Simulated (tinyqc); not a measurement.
# From one set of inputs to another, one input at a time

Model: growth of a silicide layer between metal and silicon: linear-parabolic kinetics, ramp anneals and Kissinger analysis. Computed by tinyqc, a small Python program. Command: `OMP_NUM_THREADS=1 python tinyqc.py 3005487 3005488 out.jsonl silicide ladder`. One thread of a shared host (Intel(R) Xeon(R) Processor @ 2.30GHz), about 0.1 s of CPU time with the checks.

One compound layer of thickness x grows by diffusion through itself and reaction at an interface, dx/dt = 1/(2x/K + 1/v), until the metal is used up at x = a h.

The inputs printed are set A. Set A is modelled on Ni2Si; the values taken over come from a set modelled on NiSi. Inputs not listed in the table keep their values of set A, so the rows need not describe a real material.

Inputs (values chosen for the exercise, modelled on Ni2Si): metal thickness h = 8.9 nm; silicide formed per metal thickness a = 1.47; prefactor of the parabolic constant K = 1.4e+14 nm^2/s; activation energy E of K = 1.48 eV; prefactor of the interface velocity v = 2.6e+14 nm/s; activation energy E_v = 1.63 eV; temperature T = 305 C; time t = 88 s; ramp rate beta = 10 C/s.

Constants: k_B = 8.617333262e-05 eV/K.

Method:
- The silicide ends at the thickness a h.
- K = K0 exp(-E/(k_B T)), v = v0 exp(-E_v/(k_B T)).
- Temperatures in kelvin are T(C) + 273.15.
- x^2/K + x/v = t, so x = (K/(2v)) [sqrt(1 + 4 v^2 t/K) - 1], capped at a h; completion time t_c = (a h)^2/K + a h/v, a h being the final thickness; crossover thickness K/v.
- Ramp from x = 0 at 100 C at the rate beta: dx/dT = (1/beta)/(2x/K + 1/v), integrated adaptively (tolerance 1e-9) until x = a h at T_f.

Each row keeps all changes above it:
```
input moved                                                                                from             to  completion time (s)  completion temperature T_f (C)  thickness at time t (nm)
set A                                                                                         -              -                 17.9                          349.00                    13.083
ramp rate beta (C/s)                                                                         10              1                 17.9                          305.64                    13.083
time t (s)                                                                                   88             22                 17.9                          305.64                    13.083
prefactor of the interface velocity v (nm/s) and activation energy E_v (eV)       2.6e+14, 1.63   2.1e+15, 1.9                237.2                          348.76                     1.260
prefactor of the parabolic constant K (nm^2/s) and activation energy E of K (eV)  1.4e+14, 1.48  8.6e+13, 1.73               2623.3                          397.79                     0.778
temperature T (C)                                                                           305            360                125.6                          397.79                     5.222
```

Where does the difference come from?

Completion time goes from 17.9 to 126, a factor 7.03 in all. The largest single move comes from temperature T (a factor 0.0479), but it runs against the net change; the largest move in the direction of the net change is prefactor of the interface velocity v with activation energy E_v (a factor 13.3). Completion temperature T_f goes from 349 to 398, a factor 1.14 in all. The largest single move comes from ramp rate beta (a factor 0.876), but it runs against the net change; the largest move in the direction of the net change is prefactor of the interface velocity v with activation energy E_v (a factor 1.14). Thickness at time t goes from 13.1 to 5.22, a factor 0.399 in all. The largest single move comes from prefactor of the interface velocity v with activation energy E_v (a factor 0.0963), and temperature T works against it (a factor 6.71). The single moves hold for this order of the switches; the total does not depend on the order.

Extremes, crossings and ranges named in words are read from the listed rows.
